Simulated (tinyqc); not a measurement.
From results back to parameters: linear model of a band gap against the share of exact exchange. Two cases, with inputs chosen for the exercise.

Problem. Gap and optical dielectric constant were computed at two shares alpha. They follow E = E0 + S alpha and eps = 1 + (e0 - 1)(EP/(EP + S alpha))^2.

Case 1.

Values chosen (out of a larger set: of the order of those of AlN; not measured data): al12 = (0.2, 0.3) (two shares of exact exchange).

gaps (eV): 5.88800  6.71700

eps: 4.492378  4.252203

Case 2.

Values chosen (out of a larger set: of the order of those of InP; not measured data): al12 = (0.25, 0.3) (two shares of exact exchange).

gaps (eV): 1.96000  2.21800

eps: 8.506955  8.163507

Find: S; E0; EP; e0.

Solution. The two gaps give S and E0. With q = sqrt((eps1 - 1)/(eps2 - 1)) = (EP + S alpha2)/(EP + S alpha1), EP = S (alpha2 - q alpha1)/(q - 1); e0 follows from either eps.

Case 1.

S = 8.29 eV
E0 = 4.23 eV
EP = 21.2 eV
e0 = 5.06

Case 2.

S = 5.16 eV
E0 = 0.67 eV
EP = 9.6 eV
e0 = 10.66

Computed by tinyqc, one run a case: `OMP_NUM_THREADS=1 python tinyqc.py N N+1 out.jsonl` with N = 1881278, 1881282; one thread of a shared Intel(R) Xeon(R) Processor @ 2.30GHz, about 0.01 s a run at most.
